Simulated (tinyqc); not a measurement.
# Electron mobility in a silicon inversion layer, empirical terms and Matthiessen rule: effect of the temperature

Inversion layer of sheet density Ns on a uniformly doped body. The mobility terms are empirical power laws with prefactors chosen for the exercise; adding their inverses (Matthiessen) is itself an approximation.

Nc and Nv are given at 300 K and scale as (T/300 K)^1.5; Eg is fixed. ni = sqrt(Nc Nv) exp(-Eg/(2 Vt)), Eg in volts; Ndep = sqrt(2 eps0 eps_r Nb (2 Vt ln(Nb/ni) + Vsb)/q); E = q (Ndep + eta Ns)/(eps0 eps_r), in MV/cm. With t = T/(300 K): muC = Ac (Ns/1e12 cm^-2) t/(Nb/1e17 cm^-3 + Nit/1e11 cm^-2), muP = Ap E^(-1/3) t^(-1.75), muS = As E^(-gs); 1/mu is the sum of the inverses.

Inputs (values chosen for the exercise); material values close to those of silicon:
- Eg = 1.14 eV (band gap)
- eps_r = 11.9 (relative permittivity of the semiconductor)
- Nc = 2.83e19 cm^-3 (conduction-band density of states at the reference temperature)
- Nv = 2.65e19 cm^-3 (valence-band density of states at the reference temperature)
- Nb = 3.8e17 cm^-3 (body doping)
- Vsb = 1 V (reverse body bias)
- eta = 0.5 (weight of the inversion charge in the effective field)
- Ap = 467 cm^2/(V s) (phonon-limited mobility at 1 MV/cm and 300 K)
- As = 1170 cm^2/(V s) (roughness-limited mobility at 1 MV/cm)
- gs = 2 (exponent of the roughness term)
- Ac = 3000 cm^2/(V s) (Coulomb prefactor)
- Nit = 5.5e10 cm^-2 (charge at the interface)
- Ns = 3.9e12 cm^-2 (inversion density)

Constants: q = 1.602176634e-19 C, kB = 1.380649e-23 J/K, Vt = kB T/q, eps0 = 8.8541878128e-14 F/cm where lengths are in cm. Results are converted to the units shown.

Result of one run:
```
T (K)  E (MV/cm)  muC (cm^2/(V s))  muP (cm^2/(V s))  muS (cm^2/(V s))  mu (cm^2/(V s))
120      0.78679            1075.9            2514.3            1890.0           538.71
```

What becomes of these results when the temperature T is changed from 120 to 160 K, all else the same?

Result of the changed run:
```
T (K)  E (MV/cm)  muC (cm^2/(V s))  muP (cm^2/(V s))  muS (cm^2/(V s))  mu (cm^2/(V s))
160      0.78302            1434.5            1522.2            1908.3           532.46
```

The whole series:
```
T (K)  E (MV/cm)  muC (cm^2/(V s))  muP (cm^2/(V s))  muS (cm^2/(V s))  mu (cm^2/(V s))
120      0.78679            1075.9            2514.3            1890.0           538.71
160      0.78302            1434.5            1522.2            1908.3           532.46
200      0.77890            1793.1            1031.9            1928.5           488.93
250      0.77335            2241.4            699.99            1956.3           419.13
300      0.76742            2689.7            510.08            1986.6           352.66
350      0.76114            3137.9            390.54            2019.5           296.35
400      0.75455            3586.2            310.06            2055.0           250.59
450      0.74765            4034.5            253.08            2093.1           213.81
```

As T goes from 120 to 450 K, E falls from 0.787 to 0.748 MV/cm and mu falls from 539 to 214 cm^2/(V s). The smallest term is the Coulomb one in the first row and the phonon one in the last. For T = 120 to 160 K dopant freeze-out and degenerate screening, left out here, matter.

tinyqc, about 0.01 s, one thread, Intel Xeon 2.30GHz (shared host): `OMP_NUM_THREADS=1 python tinyqc.py 2510096 2510097 out.jsonl`
